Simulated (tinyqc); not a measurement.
Worked calculation: UHF in the sto-3g basis, for H4+, spin multiplicity 2. One step of it, computed by the program tinyqc.

Question. Iteration 2 (converged): orbitals. Diagonalise F' = X^T F X, C = X C', fill 2 alpha and 1 beta electrons from the bottom; D(s) = C_occ C_occ^T. Each column has its largest component positive (the first on a tie).

F(alpha) (hartree):
```
           1H 1s      2H 1s      3H 1s      4H 1s
1H 1s  -0.771373  -0.267536  -0.796783  -0.224106
2H 1s  -0.267536  -0.771373  -0.224106  -0.796783
3H 1s  -0.796783  -0.224106  -0.771373  -0.267536
4H 1s  -0.224106  -0.796783  -0.267536  -0.771373
```

F(beta) (hartree):
```
           1H 1s      2H 1s      3H 1s      4H 1s
1H 1s  -0.518496  -0.326706  -0.588070  -0.282778
2H 1s  -0.326706  -0.518496  -0.282778  -0.588070
3H 1s  -0.588070  -0.282778  -0.518496  -0.326706
4H 1s  -0.282778  -0.588070  -0.326706  -0.518496
```

X:
```
               1          2          3         4
1H 1s   0.812087   0.703393   0.456834  0.361059
2H 1s  -0.812087   0.703393  -0.456834  0.361059
3H 1s  -0.812087  -0.703393   0.456834  0.361059
4H 1s   0.812087  -0.703393  -0.456834  0.361059
```

Give: F' = X^T F X; orbital energies; coefficients C; F' = X^T F X; orbital energies; coefficients C; D(alpha) after iteration 2; D(beta) after iteration 2.

Answer.

F' = X^T F X (alpha) (hartree):
```
        1        2        3        4
1  0.1816   0.0000   0.0000   0.0000
2  0.0000  -0.0357   0.0000   0.0000
3  0.0000   0.0000  -0.8987   0.0000
4  0.0000   0.0000   0.0000  -1.0741
```

orbital energies (alpha) (hartree): MO1 -1.0741, MO2 -0.8987, MO3 -0.0357, MO4 0.1816

coefficients C (alpha):
```
          MO1      MO2      MO3      MO4
1H 1s  0.3611   0.4568   0.7034   0.8121
2H 1s  0.3611  -0.4568   0.7034  -0.8121
3H 1s  0.3611   0.4568  -0.7034  -0.8121
4H 1s  0.3611  -0.4568  -0.7034   0.8121
```

F' = X^T F X (beta) (hartree):
```
        1       2        3        4
1  0.2994  0.0000   0.0000   0.0000
2  0.0000  0.0508   0.0000   0.0000
3  0.0000  0.0000  -0.4150   0.0000
4  0.0000  0.0000   0.0000  -0.8948
```

orbital energies (beta) (hartree): MO1 -0.8948, MO2 -0.4150, MO3 0.0508, MO4 0.2994

coefficients C (beta):
```
          MO1      MO2      MO3      MO4
1H 1s  0.3611   0.4568   0.7034   0.8121
2H 1s  0.3611  -0.4568   0.7034  -0.8121
3H 1s  0.3611   0.4568  -0.7034  -0.8121
4H 1s  0.3611  -0.4568  -0.7034   0.8121
```

D(alpha) after iteration 2:
```
         1H 1s    2H 1s    3H 1s    4H 1s
1H 1s   0.3391  -0.0783   0.3391  -0.0783
2H 1s  -0.0783   0.3391  -0.0783   0.3391
3H 1s   0.3391  -0.0783   0.3391  -0.0783
4H 1s  -0.0783   0.3391  -0.0783   0.3391
```

D(beta) after iteration 2:
```
        1H 1s   2H 1s   3H 1s   4H 1s
1H 1s  0.1304  0.1304  0.1304  0.1304
2H 1s  0.1304  0.1304  0.1304  0.1304
3H 1s  0.1304  0.1304  0.1304  0.1304
4H 1s  0.1304  0.1304  0.1304  0.1304
```
